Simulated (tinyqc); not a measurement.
# Isotype n-N heterojunction, non-linear Poisson equation by Newton steps, Boltzmann statistics: effects of single changes

One dimension, material 1 (n-type) at x < 0 and material 2 (n-type) at x > 0. Band edges: Ec = -psi in material 1 and -psi + dEc in material 2, Ev = Ec - Eg. Equilibrium, Fermi level at 0. n = Nc F((EFn - Ec)/Vt), p = Nv F((Ev - EFp)/Vt), with F(eta) = exp(eta) (Boltzmann statistics); full ionisation, no interface charge, classical densities; the doping types are chosen for the exercise.

Values chosen for this exercise; band and dielectric values those of a made-up pair: temperature T = 300 K; band gap of material 1 Eg1 = 1.56 eV; relative permittivity of material 1 er1 = 9.01; conduction-band density of states of material 1 Nc1 = 9.12e17 cm^-3; valence-band density of states of material 1 Nv1 = 1.81e19 cm^-3; band gap of material 2 Eg2 = 2.81 eV; relative permittivity of material 2 er2 = 8.15; conduction-band density of states of material 2 Nc2 = 2.16e18 cm^-3; valence-band density of states of material 2 Nv2 = 1.73e19 cm^-3; conduction-band offset Ec2 - Ec1 dEc = -0.2 eV; donor density of material 1 N1 = 8.7e15 cm^-3; donor density of material 2 N2 = 3.3e16 cm^-3; bias of side 1 against side 2 V = 0 V.

Constants: q = 1.602176634e-19 C, kB = 1.380649e-23 J/K, Vt = kB T/q, eps0 = 8.8541878128e-14 F/cm where lengths are in cm. Results are converted to the units shown.

Each table varies one quantity; the others keep the values above.

## Effect of the donor density of material 2

Exact first integral: on each side D^2/(2 eps0 er) = G, G = q [Vt (nI_j - nI_b) + Vt (pI_j - pI_b) - C (psi_j - psi_b)], with C = +N1 or +N2, b the neutral end of that side, and nI, pI the densities themselves. D is continuous, so er1 G1(psi_j) = er2 G2(psi_j) fixes psi_j. Ends from Nc1 F(psi_L/Vt) = N1 and Nc2 F((V + psi_R - dEc)/Vt) = N2. D is counted positive when psi rises towards material 2.

Results:
```
N2 (cm^-3)	psi_R - psi_L (V)	psi_j - psi_L (V)	psi_R - psi_j (V)	D/q (cm^-2)	n_j in 1 (cm^-3)	n_j in 2 (cm^-3)
1.6e15	-0.2661	-0.1716	-0.09442	-1.124e11	1.138e13	6.170e16
3.7e15	-0.2444	-0.1692	-0.07519	-1.115e11	1.250e13	6.781e16
8.1e15	-0.2241	-0.1654	-0.05870	-1.100e11	1.446e13	7.844e16
4e16	-0.1829	-0.1513	-0.03154	-1.043e11	2.498e13	1.355e17
8.8e16	-0.1625	-0.1406	-0.02189	-9.975e10	3.784e13	2.052e17
2e17	-0.1412	-0.1269	-0.01439	-9.363e10	6.434e13	3.490e17
4.3e17	-0.1215	-0.1121	-0.009399	-8.659e10	1.140e14	6.185e17
```

Estimate the missing row, N2 = 1.8e16 cm^-3.

Computed row:
```
N2 (cm^-3)	psi_R - psi_L (V)	psi_j - psi_L (V)	psi_R - psi_j (V)	D/q (cm^-2)	n_j in 1 (cm^-3)	n_j in 2 (cm^-3)
1.8e16	-0.2035	-0.1596	-0.04390	-1.077e11	1.813e13	9.834e16
```

With this row back in the table: As N2 goes from 1.6e15 to 4.3e17, the total bending rises from -0.266 to -0.121 V and the sheet charge D/q rises from -1.12e11 to -8.66e10 cm^-2; the share of the bending in material 1 rises from 64.5 to 92.3 %. In every row electrons move into material 2, which accumulates, while the other side depletes.

## Effect of the donor density of material 1

Same model as above.

Result of one run:
```
N1 (cm^-3)	psi_R - psi_L (V)	psi_j - psi_L (V)	psi_R - psi_j (V)	D/q (cm^-2)	n_j in 1 (cm^-3)	n_j in 2 (cm^-3)
4.4e14	-0.1107	-0.1033	-0.007343	-1.848e10	8.083e12	4.384e16
```

What becomes of these results when the donor density of material 1 N1 is changed from 4.4e14 to 1.7e17 cm^-3, all else the same?

Result of the changed run:
```
N1 (cm^-3)	psi_R - psi_L (V)	psi_j - psi_L (V)	psi_R - psi_j (V)	D/q (cm^-2)	n_j in 1 (cm^-3)	n_j in 2 (cm^-3)
1.7e17	-0.2647	-0.1715	-0.09314	-4.967e11	2.233e14	1.211e18
```

The whole series:
```
N1 (cm^-3)	psi_R - psi_L (V)	psi_j - psi_L (V)	psi_R - psi_j (V)	D/q (cm^-2)	n_j in 1 (cm^-3)	n_j in 2 (cm^-3)
4.4e14	-0.1107	-0.1033	-0.007343	-1.848e10	8.083e12	4.384e16
1e15	-0.1319	-0.1201	-0.01182	-3.067e10	9.611e12	5.213e16
2.4e15	-0.1545	-0.1357	-0.01880	-5.128e10	1.259e13	6.829e16
5.7e15	-0.1769	-0.1484	-0.02846	-8.344e10	1.829e13	9.923e16
1.3e16	-0.1982	-0.1577	-0.04049	-1.307e11	2.914e13	1.580e17
3.1e16	-0.2207	-0.1646	-0.05606	-2.070e11	5.320e13	2.886e17
7.4e16	-0.2432	-0.1690	-0.07414	-3.249e11	1.071e14	5.808e17
1.7e17	-0.2647	-0.1715	-0.09314	-4.967e11	2.233e14	1.211e18
```

As N1 goes from 4.4e14 to 1.7e17, the total bending falls from -0.111 to -0.265 V and the sheet charge D/q falls from -1.85e10 to -4.97e11 cm^-2; the share of the bending in material 1 falls from 93.4 to 64.8 %. In every row electrons move into material 2, which accumulates, while the other side depletes. For N1 = 1.7e17 a density at the interface exceeds 0.3 of the band density of states, which Boltzmann statistics overestimate.

Program tinyqc, `OMP_NUM_THREADS=1 python tinyqc.py 2040059 2040060 out.jsonl`; Intel Xeon 2.30GHz, shared host, one thread, about 0.01 s.
